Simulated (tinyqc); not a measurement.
## Threshold and carrier lifetime from two turn-on delays

Question. With a constant carrier lifetime tau, a current step from 0 to I reaches threshold after td = tau ln(I/(I - Ith)). Find Ith and tau.

turn-on delay for steps from 0 to 1.8 and to 3.7 mA (ns): 1.5380572  0.54885892

Answer. The ratio of the delays holds no tau and rises steadily with Ith, so it has one root below the smaller current.

Ith = 1.20 mA
tau = 1.40 ns

Computed by the program tinyqc: `OMP_NUM_THREADS=1 python tinyqc.py 2840040 2840041 out.jsonl`, one thread of a shared Intel Xeon 2.30GHz, about 0.01 s for the whole run.
